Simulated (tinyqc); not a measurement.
# CMOS latch-up, two-transistor model: several studies

A parasitic pnp (emitter at Vdd, base shunted by Rw) and npn (emitter at ground, base shunted by Rs) feed each other: the npn collector current flows out of the pnp base node, the pnp collector current into the npn base node. Forward-active transistors with constant gains: Icn = Isn exp(Vn/Vt), Icp = Isp (exp(Vp/Vt) - 1). A current Ii is injected into the npn base node.

Values chosen for this exercise; values close to those of bulk CMOS: temperature T = 300 K; current gain of the npn bn = 4.2; current gain of the pnp bp = 4; saturation current of the npn at T Isn = 5.3e-16 A; saturation current of the pnp at T Isp = 9e-16 A; substrate resistance shunting the npn Rs = 280 ohm; well resistance shunting the pnp Rw = 810 ohm; resistance from the pnp collector to the npn base R2 = 140 ohm; base-emitter voltage in the on state Von = 0.76 V; saturation voltage Vsat = 0.16 V; supply voltage Vdd = 1.8 V.

Constants: q = 1.602176634e-19 C, kB = 1.380649e-23 J/K, Vt = kB T/q. Results are converted to the units shown.

Each table varies one quantity; the others keep the values above.

## Effect of the well resistance shunting the pnp

Node equations: Vp/Rw + Icp/bp = Icn and Vn/Rs + Icn/bn = Icp + Ii. Loop gain G = gn gp/[(1/Rw + gp/bp)(1/Rs + gn/bn)], gn = Icn/Vt, gp = (Icp + Isp)/Vt; the off state ends where G = 1, and Ii there is the trigger current. On state with both base-emitter voltages at Von: npn base current Ib = (Von/Rs + bp Von/Rw)/(bn bp - 1), holding current Ih = (bn + 1) Ib + Von/Rs, holding voltage Vh = Vsat + Von + R2 (Ib + Von/Rs).

Results:
```
Rw (ohm)	Vn at trigger (V)	trigger current (mA)	Ih (mA)	Vh (V)
81	0.78477	4.6432	15.960	1.6566
160	0.76652	3.6430	9.8608	1.4924
300	0.74970	3.1472	6.9426	1.4138
580	0.73212	2.8502	5.3326	1.3705
1100	0.71517	2.6739	4.5171	1.3485
2200	0.69699	2.5458	4.0624	1.3363
8100	0.66368	2.3806	3.7311	1.3274
```

Estimate the missing row, Rw = 4200 ohm.

Computed row:
```
Rw (ohm)	Vn at trigger (V)	trigger current (mA)	Ih (mA)	Vh (V)
4200	0.68026	2.4563	3.8458	1.3305
```

With this row back in the table: As Rw goes from 81 to 8100 ohm, the trigger current falls from 4.64 to 2.38 mA, Ih falls from 16.0 to 3.73 mA and Vh falls from 1.66 to 1.33 V. Vh exceeds the supply Vdd = 1.8 V, which then cannot sustain a latched state, in 0 of the 8 rows. For Rw = 81, 160 Vn at the trigger exceeds the fixed Von of the on-state formulas, so Ih and Vh are too low there.

## Effect of the current gain of the pnp

Same model as above.

Result of one run:
```
bp	Vn at trigger (V)	trigger current (mA)	Ih (mA)	Vh (V)
6.9	0.7232	2.748	4.422	1.346
```

What becomes of these results when the current gain of the pnp bp is changed from 6.9 to 0.43, all else the same?

Result of the changed run:
```
bp	Vn at trigger (V)	trigger current (mA)	Ih (mA)	Vh (V)
0.43	0.7283	2.766	22.83	1.842
```

The whole series:
```
bp	Vn at trigger (V)	trigger current (mA)	Ih (mA)	Vh (V)
0.25	0.7861	2.933	309.4	9.557
0.43	0.7283	2.766	22.83	1.842
0.75	0.7247	2.755	10.98	1.523
1.3	0.7238	2.751	7.301	1.423
2.3	0.7234	2.750	5.640	1.379
4	0.7233	2.749	4.843	1.357
6.9	0.7232	2.748	4.422	1.346
12	0.7231	2.748	4.185	1.340
```

As bp goes from 0.25 to 12, the trigger current falls from 2.93 to 2.75 mA, Ih falls from 309 to 4.19 mA and Vh falls from 9.56 to 1.34 V. Vh exceeds the supply Vdd = 1.8 V, which then cannot sustain a latched state, in 2 of the 8 rows. For bp = 0.14 the product of the gains is about one or less, so there is no latched state. For bp = 0.25 the holding current passes 50 mA, where high injection lowers the gains. For bp = 0.25 Vn at the trigger exceeds the fixed Von of the on-state formulas, so Ih and Vh are too low there.

## Effect of the resistance from the pnp collector to the npn base

Same model as above.

The same in every row: Vn at trigger (V) = 0.7233; trigger current (mA) = 2.749; Ih (mA) = 4.843.

Effect of the resistance from the pnp collector to the npn base:
```
R2 (ohm)	Vh (V)
5	0.9356
14	0.9637
37	1.036
100	1.232
270	1.763
740	3.231
2000	7.167
```

What does the table show?

As R2 goes from 5 to 2000 ohm, the trigger current stays at 2.75 mA, Ih stays at 4.84 mA and Vh rises from 0.936 to 7.17 V. Vh exceeds the supply Vdd = 1.8 V, which then cannot sustain a latched state, in 2 of the 7 rows.

Numbers from tinyqc (`OMP_NUM_THREADS=1 python tinyqc.py 2670014 2670015 out.jsonl`; about 0.04 s on one thread of a shared Intel Xeon 2.30GHz).
